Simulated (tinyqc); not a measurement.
# Energy and delay of logic against supply voltage: what changes with what

One expression serves below and above threshold: I(Vg) = Ik [ln(1 + exp((Vg - VT + dd V)/(al nf Vt)))]^al, with I_on = I(V) and I_off = I(0). Gate delay td = kd C V/I_on, clock period LD td. Per gate and cycle the switching energy is act C V^2 and the leakage energy I_off V LD td. No short-circuit current, no variation. Minima are sought above 0.09 V; below a few Vt gates no longer switch and the model has no meaning.

Inputs (values chosen for the exercise); values of the order met in logic technologies:
- T = 330 K (temperature)
- VT = 0.45 V (threshold voltage at zero drain bias)
- nf = 1.37 (slope factor)
- dd = 0.07 (barrier lowering per volt of supply)
- Ik = 0.42 uA (specific current of a gate)
- al = 1.5 (exponent of the current law)
- C = 0.34 fF (load capacitance of a gate)
- kd = 1.1 (delay factor)
- LD = 30 (logic depth)
- act = 0.2 (activity factor)

Constants: q = 1.602176634e-19 C, kB = 1.380649e-23 J/K, Vt = kB T/q. Results are converted to the units shown.

Each table varies one quantity; the others keep the values above.

## Energy and delay against supply voltage

EDP = energy times td.

Results:
```
V (V)  I_on (uA)  I_off (nA)  td (ps)  switching (aJ)  leakage (aJ)  energy (aJ)  EDP (fJ ps)
0.15    2.476e-4    0.005294  2.266e5           1.530         5.397        6.927         1569
0.27    0.006416    0.006567  1.574e4           4.957        0.8372        5.794        91.20
0.38      0.1020    0.008002     1393           9.819        0.1271        9.946        13.86
0.5       0.9018    0.009926    207.4           17.00       0.03087        17.03        3.531
0.73       5.669     0.01500    48.16           36.24       0.01582        36.25        1.746
0.85       9.261     0.01861    34.33           49.13       0.01629        49.15        1.687
0.97       13.40     0.02308    27.07           63.98       0.01818        64.00        1.732
1.08       17.62     0.02813    22.92           79.32       0.02089        79.34        1.819
1.2        22.64     0.03489    19.82           97.92       0.02489        97.94        1.941
```

Estimate the missing row, V = 0.62 V.

Computed row:
```
V (V)  I_on (uA)  I_off (nA)  td (ps)  switching (aJ)  leakage (aJ)  energy (aJ)  EDP (fJ ps)
0.62       2.962     0.01231    78.29           26.14       0.01793        26.16        2.048
```

With this row back in the table: td falls from 2.27e5 to 19.8 ps; the energy goes from 6.93 through a minimum of 5.79 (at V = 0.27 V among the rows listed) to 97.9 aJ and the EDP goes from 1570 through a minimum of 1.69 (at V = 0.85 V among the rows listed) to 1.94 fJ ps. The exact minima lie at V = 0.223 V for the energy and 0.841 V for the EDP. Going from 1.2 V to the energy minimum saves a factor of 18.7 in energy and costs a factor of 2320 in delay. Below the minimum the leakage energy rises faster than the switching energy falls, because the clock period grows so steeply.

## Optimum supplies against the threshold voltage at zero drain bias

Same model as above.

V_min minimises the energy and V_EDP the product of energy and td.

Optimum supplies against the threshold voltage at zero drain bias:
```
VT (V)  V_min (V)  energy at V_min (aJ)  leakage share (%)  clock at V_min (MHz)  V_EDP (V)  clock at V_EDP (GHz)
0.2        0.2140                 7.618              59.12                 167.5     0.4214                0.7940
0.25       0.2197                 6.264              47.61                 73.99     0.4814                0.7540
0.3        0.2217                 5.663              40.99                 26.88     0.5633                0.7847
0.35       0.2225                 5.401              37.66                 8.575     0.6541                0.8389
0.4        0.2229                 5.288              36.11                 2.540     0.7473                0.8958
0.45       0.2231                 5.240              35.43                0.7253     0.8408                0.9504
0.5        0.2231                 5.220              35.13                0.2036     0.9344                 1.002
0.55       0.2232                 5.211              35.00               0.05674      1.028                 1.051
```

What does the table show?

As VT goes from 0.2 to 0.55, V_min rises from 0.214 to 0.223 V, the energy there falls from 7.62 to 5.21 aJ, the clock there falls from 168 to 0.0567 MHz and V_EDP rises from 0.421 to 1.03 V. V_min lies below VT for VT = 0.25, 0.3, 0.35, 0.4, 0.45, 0.5, 0.55 V. As VT grows, I_on too becomes a subthreshold current, VT cancels more and more from the energy, and it mainly sets the clock.

Computed by the program tinyqc: `OMP_NUM_THREADS=1 python tinyqc.py 2082177 2082178 out.jsonl`, one thread of a shared Intel Xeon 2.30GHz, about 0.01 s for the whole run.
